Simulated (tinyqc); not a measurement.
Self-heating of a transistor with one or more fingers, with temperature-dependent conductivity: one step, computed by the program tinyqc. Command: `OMP_NUM_THREADS=1 python tinyqc.py 3011437 3011438 out.jsonl selfheat walk`. One thread of a shared host (Intel(R) Xeon(R) Processor @ 2.30GHz), about 0.08 s of CPU time with the checks.

N long parallel fingers lie on the top face of a slab whose bottom is held at T_0; the top is otherwise insulated, and heat flows in two dimensions. P in W/mm is 1000 P in W/m.

Question. Linear temperature rise of each finger. theta_i = (P/(pi kappa_0)) [g_0 + sum over j != i of g(|i - j| s)], with equal powers and constant conductivity; thermal resistance = largest theta/P.

Inputs (values chosen for the exercise, modelled on gallium oxide): conductivity at the base temperature kappa_0 = 18.6 W/(m K); power per gate width P = 0.14 W/mm; fingers N = 6.

Power: fixed power.

own factor g_0 = 6.264470

g(j s), j = 1..7: 1.410565  0.775251  0.456642  0.274493  0.166154  0.100827  0.061241

Give: theta of each finger; largest theta; thermal resistance.

Answer.

theta of each finger (K): 22.40  25.38  26.58  26.58  25.38  22.40

largest theta = 26.58 K

thermal resistance = 189.8 K mm/W

The neighbours supply 44 % of the rise of the hottest finger, which runs 4.2 K above the outer ones.
